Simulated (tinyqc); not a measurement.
# Convergence with the number of levels

Model: deep trap from a strong local potential in a two-band host (Koster-Slater model with semi-elliptic bands). Computed by tinyqc, a small Python program. Command: `OMP_NUM_THREADS=1 python tinyqc.py 3004661 3004662 out.jsonl deeptrap sweep`. One thread of a shared host (Intel(R) Xeon(R) Processor @ 2.30GHz), about 0.02 s of CPU time with the checks.

The valence band spans -2 W_v to 0 and the conduction band E_g to E_g + 2 W_c. The orbital at the impurity site has weight f_v in the valence band and 1 - f_v in the conduction band, each spread as a semi-ellipse (2/(pi W^2)) sqrt(W^2 - x^2) about the band centre. The impurity adds U to this orbital. Spin is left out.

Inputs (values chosen for the exercise, for a model semiconductor):

| quantity | value | unit |
|---|---|---|
| gap E_g | 3.59 | eV |
| half-width of the valence band W_v | 5.1 | eV |
| half-width of the conduction band W_c | 2.7 | eV |
| valence weight f_v of the site orbital | 0.43 | - |
| impurity potential U | -16.6 | eV |

Impurity: attractive, donor-like.

Method:
- In the gap G(E) = f_v (2/W_v^2)[x - sqrt(x^2 - W_v^2)] - (1 - f_v)(2/W_c^2)[y - sqrt(y^2 - W_c^2)], x = E + W_v, y = E_g + W_c - E.
- The trap level solves G(E) = 1/U (bisection). With D = -dG/dE = D_v + D_c, D_v = f_v (2/W_v^2)[x/sqrt(x^2 - W_v^2) - 1] and D_c = (1 - f_v)(2/W_c^2)[y/sqrt(y^2 - W_c^2) - 1], the weight on the impurity orbital is 1/(U^2 D) and the conduction-band character is D_c/D.
- Each band is replaced by n levels e_k = centre + W cos(k pi/(n + 1)) with weights w_k = f (2/(n + 1)) sin^2(k pi/(n + 1)), k = 1..n (valence first); H_kl = e_k delta_kl + U sqrt(w_k w_l).
- Diagonalise H (2n rows). The trap level, between the highest valence and the lowest conduction e_k, is number n + 1 from below for an attractive impurity and number n for a repulsive one.

One run for each value:

| levels per band n | trap level of the matrix (eV) | trap level E_t (eV) |
|---|---|---|
| 1 | 1.6805 | 1.6822 |
| 2 | 1.6570 | 1.6822 |
| 3 | 1.6749 | 1.6822 |
| 4 | 1.6805 | 1.6822 |
| 6 | 1.6821 | 1.6822 |
| 8 | 1.6822 | 1.6822 |
| 12 | 1.6822 | 1.6822 |
| 20 | 1.6822 | 1.6822 |

What does the table show, and why?

Over the rows, trap level of the matrix (eV) goes from 1.68 through a minimum among these rows, 1.66 at 2.00, to 1.68. The error falls from 0.00172 eV to about 1e-09 eV or less; the quadrature converges exponentially for energies away from the bands, faster the deeper the level.

Extremes, crossings and ranges named in words are read from the listed rows.
